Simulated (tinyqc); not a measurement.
Solubility, supersaturation, precipitation and gettering of an impurity in a silicon-like host: one step, computed by the program tinyqc.

The wafer was saturated at T1 and is then held at T.

Problem. Growing precipitates. Growing sinks: with y = r/r_f and y0 = r0/r_f, dy/dt = (1 - y^3)/(3 tau_f y), which integrates to t/tau_f = F(y) - F(y0), F(y) = (1/2) ln[(1 + y + y^2)/(1 - y)^2] - sqrt(3) arctan[(2y + 1)/sqrt(3)]; the share of the excess left is (1 - y^3)/(1 - y0^3), and C(t) = C_eq + (C0 - C_eq) x share.

Inputs (values chosen for the exercise, for a model impurity):
```
quantity                      value  unit
temperature of saturation T1   1375     K
anneal temperature T            932     K
initial sink radius r0          2.5    nm
anneal time t                   4.9     s
```

final radius r_f = 4.458510 nm

tau_f = 12.14191 s

C_eq(T) = 1.183927e+09 1/cm^3

C0 = 2.862232e+14 1/cm^3

Give: radius at t; share of the excess left; C(t) with growing sinks.

Solution.

radius at t = 3.186 nm

share of the excess left = 0.7711

C(t) with growing sinks = 2.207e+14 1/cm^3

22.9 % of the excess has precipitated. Caution: the barrier to homogeneous nucleation is below 35 k_B T for these inputs, so new precipitates would form and outnumber the fixed sinks assumed here.
